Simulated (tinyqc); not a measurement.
# p-type polysilicon, carrier trapping at grain boundaries: effect of the trap density of a grain boundary

One-dimensional grains of size Lg, uniform ionised doping N, monovalent traps Qt at each boundary at a depth Et below (for electrons) or above (for holes) the band edge there, abrupt depletion of width W on each side of a boundary, Boltzmann statistics. xi is the distance from the band edge at the grain centre to the Fermi level. Trapped charge Qt/(1 + exp((xi + VB - Et)/Vt)) = 2 N W, barrier VB = q N W^2/(2 eps0 eps_r).

If the trap equation with xi = Vt ln(NB/N) has a root W < Lg/2, the grain is partly depleted; otherwise W = Lg/2 and the trap equation gives xi = Et - VB + Vt ln(Qt/(N Lg) - 1). N* = Qt/Lg. n0 = NB exp(-xi/Vt); mean density n0 (1 - 2 W/Lg) by charge balance in a partly depleted grain, and n0 (sqrt(pi)/2) erf(u)/u with u = sqrt(VB/Vt) in a fully depleted one; v = sqrt(kB T/(2 pi ms m0)); barrier resistivity Vt exp(VB/Vt)/(q fe n0 v Lg); grain resistivity (1 - 2 W/Lg)/(q n0 mug); effective mobility 1/(q mean density total resistivity). Rows with xi above 0.45 V, towards mid-gap, are left out, since the other carrier type is ignored.

Inputs (values chosen for the exercise); values of the order met in polycrystalline silicon:

| symbol | value | unit | meaning |
|---|---|---|---|
| T | 300 | K | temperature |
| eps_r | 11.7 |  | relative permittivity |
| NB | 2.65e19 | cm^-3 | valence-band density of states at T |
| Lg | 110 | nm | grain size |
| Et | 0.39 | eV | depth of the trap level from the majority band edge at the boundary |
| ms | 0.49 | m0 | mass for thermionic emission |
| fe | 1 |  | correction factor of the emission rate |
| mug | 52 | cm^2/(V s) | mobility inside the grains |
| N | 9.7e17 | cm^-3 | doping |

Constants: q = 1.602176634e-19 C, kB = 1.380649e-23 J/K, m0 = 9.1093837015e-31 kg, Vt = kB T/q, eps0 = 8.8541878128e-14 F/cm where lengths are in cm. Results are converted to the units shown.

The same in every row: xi (V) = 0.08551.

Effect of the trap density of a grain boundary:

| Qt (cm^-2) | N/N* | depleted share 2 W/Lg | VB (V) | mean density (cm^-3) | resistivity (ohm cm) | effective mobility (cm^2/(V s)) |
|---|---|---|---|---|---|---|
| 2e11 | 53.35 | 0.01874 | 7.972e-4 | 9.518e17 | 0.1255 | 52.26 |
| 3.4e11 | 31.38 | 0.03186 | 0.002304 | 9.391e17 | 0.1241 | 53.56 |
| 5.7e11 | 18.72 | 0.05342 | 0.006475 | 9.182e17 | 0.1222 | 55.63 |
| 9.7e11 | 11.00 | 0.09091 | 0.01875 | 8.818e17 | 0.1206 | 58.68 |
| 1.6e12 | 6.669 | 0.1499 | 0.05102 | 8.246e17 | 0.1335 | 56.70 |
| 2.8e12 | 3.811 | 0.2616 | 0.1553 | 7.162e17 | 1.690 | 5.158 |
| 4.7e12 | 2.270 | 0.3456 | 0.2711 | 6.347e17 | 140.9 | 0.06979 |
| 8e12 | 1.334 | 0.3670 | 0.3056 | 6.140e17 | 535.3 | 0.01899 |

Read the table: what changes, and by how much?

As Qt goes from 2e11 to 8e12, VB rises from 7.97e-4 to 0.306 V, the resistivity goes from 0.125 through a minimum of 0.121 (at Qt = 9.7e11 among the rows listed) to 535 ohm cm and the effective mobility goes from 52.3 through a maximum of 58.7 (at Qt = 9.7e11 among the rows listed) to 0.0190 cm^2/(V s). For Qt = 2e11, 3.4e11, 5.7e11, 9.7e11 VB is below Vt, where abrupt depletion and thermionic emission are rough. For Qt = 2e11, 3.4e11, 5.7e11, 9.7e11, 1.6e12 the effective mobility exceeds mug, since drift through the depleted part of the grain is left out.

Numbers from tinyqc (`OMP_NUM_THREADS=1 python tinyqc.py 2830129 2830130 out.jsonl`; about 0.01 s on one thread of a shared Intel Xeon 2.30GHz).
